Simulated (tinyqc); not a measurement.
Inputs raised by 2 %, one at a time: five-frequency model of solute diffusion by vacancies in an fcc metal. Computed by tinyqc, a small Python program. Command: `OMP_NUM_THREADS=1 python tinyqc.py 3003662 3003663 out.jsonl fivefreq sens`. One thread of a shared host (Intel(R) Xeon(R) Processor @ 2.30GHz), about 0.01 s of CPU time with the checks.

A vacancy next to the solute exchanges with it (w2), jumps to one of 4 sites that also neighbour the solute (w1) or to one of 7 that do not (w3); w4 is the reverse of w3 and w0 the host jump.

Inputs (values chosen for the exercise, for a model solute in a host close to gold):
```
quantity                                      value      unit
barrier E0 (host jump)                        0.685        eV
barrier E1 (vacancy circles the solute)       0.564        eV
barrier E2 (exchange)                         0.687        eV
barrier E3 (dissociation)                     0.828        eV
binding energy E_b (positive for attraction)   0.13        eV
vacancy formation energy E_f                  0.965        eV
formation entropy S_f                             2       k_B
attempt frequency nu                            3.9       THz
lattice constant a                             4.08  angstrom
temperature T                                   622         K
```

Constants: k_B = 8.617333262e-05 eV/K.

Method:
- w_i = nu exp(-E_i/(k_B T)); detailed balance gives E4 = E3 - E_b.
- Manning: with y = w4/w0, 7F = 7 - (10 y^4 + 180.5 y^3 + 927 y^2 + 1341 y)/(2 y^4 + 40.2 y^3 + 254 y^2 + 597 y + 436); f2 = (2 w1 + 7F w3)/(2 w2 + 2 w1 + 7F w3).
- The mean cosine between successive solute jumps follows from f2 = (1 + c)/(1 - c).
- c_v = exp(S_f - E_f/(k_B T)); host D0 = a^2 c_v w0 x 0.7815; solute D2 = a^2 c_v exp(E_b/(k_B T)) w2 f2; 1 angstrom^2 = 1e-16 cm^2.

Runs:
```
input moved                                         from       to  correlation factor f2  solute diffusivity D2 (cm^2/s)  ratio D2/D0      7F
base run                                               -        -                0.91005                      2.0323e-14       12.684  5.4145
barrier E0 (host jump) (eV)                        0.685   0.6987                0.90997                      2.0321e-14       16.377  5.1357
barrier E2 (exchange) (eV)                         0.687  0.70074                0.92894                      1.6054e-14       10.020  5.4145
barrier E3 (dissociation) (eV)                     0.828  0.84456                0.90969                      2.0315e-14       12.679  5.7206
binding energy E_b (positive for attraction) (eV)   0.13   0.1326                0.91004                      2.1332e-14       13.314  5.3632
temperature T (K)                                    622   634.44                0.90646                      3.5324e-14       12.056  5.4095
attempt frequency nu (THz)                           3.9    3.978                0.91005                      2.0729e-14       12.684  5.4145
vacancy formation energy E_f (eV)                  0.965   0.9843                0.91005                      1.4177e-14       12.684  5.4145
```

Exponents ln(y'/y) / ln(x'/x):
```
input                                         correlation factor f2  solute diffusivity D2  ratio D2/D0      7F
barrier E0 (host jump)                                       -0.005                 -0.005       12.903  -2.670
barrier E2 (exchange)                                         1.038                -11.907      -11.907   0.000
barrier E3 (dissociation)                                    -0.020                 -0.020       -0.020   2.777
binding energy E_b (positive for attraction)                 -0.001                  2.449        2.449  -0.481
temperature T                                                -0.199                 27.917       -2.564  -0.047
attempt frequency nu                                          0.000                  1.000        0.000   0.000
vacancy formation energy E_f                                  0.000                -18.183        0.000   0.000
```

Which inputs matter most for each result?

Among the inputs moved here: correlation factor f2 answers most in size to barrier E2 (exchange) (exponent +1.038), next to temperature T (-0.199); its exponent is below 0.0005 for attempt frequency nu, vacancy formation energy E_f. Its exponent 0.000 in attempt frequency nu: only ratios of rates enter. Solute diffusivity D2 answers most in size to temperature T (exponent +27.917), next to vacancy formation energy E_f (-18.183). Its exponent +1.000 in attempt frequency nu: nu sets the clock. Ratio D2/D0 answers most in size to barrier E0 (host jump) (exponent +12.903), next to barrier E2 (exchange) (-11.907); its exponent is below 0.0005 for attempt frequency nu, vacancy formation energy E_f. Its exponent 0.000 in vacancy formation energy E_f: both use the same vacancies. 7F answers most in size to barrier E3 (dissociation) (exponent +2.777), next to barrier E0 (host jump) (-2.670); its exponent is below 0.0005 for barrier E2 (exchange), attempt frequency nu, vacancy formation energy E_f.
